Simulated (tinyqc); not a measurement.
Ewald sum of point charges, rock salt lattice, step by step. Computed by tinyqc, a small Python program that keeps every step. Command: `OMP_NUM_THREADS=1 python tinyqc.py 22633 22634 out.jsonl` (the two numbers bound the seeds that draw the settings). One thread of a shared host (Intel(R) Xeon(R) Processor @ 2.60GHz), about 0.03 s of CPU time with the checks.

## Ewald sum with eta = 0.466 1/bohr

cell vectors (rows) (bohr):
```
,1,2,3
1,0.000000,4.060000,4.060000
2,4.060000,0.000000,4.060000
3,4.060000,4.060000,0.000000
```

Charges:
```
q,f1,f2,f3
2.000000,0.000000,0.000000,0.000000
-2.000000,0.500000,0.500000,0.500000
```

Real space: 1/2 sum q_i q_j erfc(eta r)/r over all images with r > 0; reciprocal space: (2 pi/V) sum_(G != 0) exp(-G^2/4 eta^2)/G^2 |S(G)|^2 with S(G) = sum q exp(i G.r); self term -eta/sqrt(pi) sum q^2; background -pi Q^2/(2 V eta^2), Q the total charge.

Real-space shells (first ones):
```
r (bohr),pairs,sum (hartree)
4.060000,12,-0.044091
5.741707,24,0.001291
7.032126,16,-0.000016
8.120000,12,2.58e-07
9.078436,48,-2.32e-08
9.944928,48,5.41e-10
11.483414,24,0
12.180000,60,0
12.838847,48,0
```

Reciprocal shells (first ones that count):
```
G^2 (1/bohr^2),vectors,sum (hartree)
1.796259,8,0.422980
6.586283,24,0.001394
11.376306,24,3.25e-06
16.166330,32,1.23e-08
```

## The total does not depend on eta

The same sums for other eta.

Totals (hartree per cell):
```
eta,real,reciprocal,self,background,total
0.466000,-0.042817,0.424377,-2.103299,0.000000,-1.72173852
0.604000,-0.003092,1.007517,-2.726164,0.000000,-1.72173852
0.769000,-0.000060,1.749215,-3.470894,0.000000,-1.72173852
```

shortest distance = 4.060000 bohr

Madelung constant -E d / (formula units |q+ q-|) = 1.747565
